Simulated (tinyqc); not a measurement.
Wafer bonding and layer transfer: bond energy, gap closing, particles, bonding of dissimilar wafers and hydrogen blisters: one step, computed by the program tinyqc.

gamma is the energy per area of each of the two surfaces; plates are isotropic, and both wafers have E1 and t1.

Question. Blistering after hydrogen implantation. A flat crack of radius r under a layer of thickness d, as a clamped plate: centre height w = 3 p r^4/(16 E' d^3), volume pi r^2 w/3, energy release G = 3 p^2 r^4/(32 E' d^3), E' = E1/(1 - nu^2). It grows when G = 2 gamma_s. The gas comes from the area pi r^2: p V = (dose x share/2) pi r^2 k_B T, and G = p w/2 = (3/2) N k_B T with N the H2 molecules per area. Share needed: G = 2 gamma_s. The pressure and height at growth are given for r = 10 d.

Inputs (values chosen for the exercise, with wafer 1 close to silicon):
```
quantity                                      value        unit
Young's modulus E1                              157         GPa
Poisson ratio nu                               0.23           -
implant depth d                                 1.3  micrometre
hydrogen dose                                   3.1   1e16/cm^2
share of the dose released as H2               0.22           -
surface energy of the weakened plane gamma_s   0.85       J/m^2
anneal temperature T                            750           K
```

Constants: k_B = 1.380649e-23 J/K.

Give: energy release G; share of the dose needed; pressure at growth; height at growth.

Answer.

energy release G = 0.5297 J/m^2

share of the dose needed = 0.7061

pressure at growth = 15.21 MPa

height at growth = 223.6 nm

The released gas does not suffice by this estimate. In this plate limit G depends on neither r nor d.
